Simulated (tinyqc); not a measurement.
# Doping from the ideality factor

Question. For thermionic-field emission over a Schottky barrier the ideality factor is n = u coth(u) with u = E00/Vt and E00 = (hbar/2) sqrt(Nd/(me m0 eps0 eps_r)) in SI units (volts). Find u, E00 and Nd.

Inputs (values chosen for the exercise); band and dielectric values close to those of indium phosphide:
- T = 300 K (temperature)
- me = 0.0795 m0 (electron mass)
- eps_r = 12.3 (relative permittivity)

Constants: q = 1.602176634e-19 C, kB = 1.380649e-23 J/K, eps0 = 8.8541878128e-12 F/m, hbar = 1.054571817e-34 J s, m0 = 9.1093837015e-31 kg, Vt = kB T/q. Results are converted to the units shown.

n = 1.3445501

Solution. u coth(u) rises steadily from 1, so n fixes u; the definition of E00 then gives Nd.

u = 1.052
E00 = 27.21 meV
Nd = 2.100e18 cm^-3

Program tinyqc, `OMP_NUM_THREADS=1 python tinyqc.py 2640164 2640165 out.jsonl`; Intel Xeon 2.30GHz, shared host, one thread, about 0.05 s.
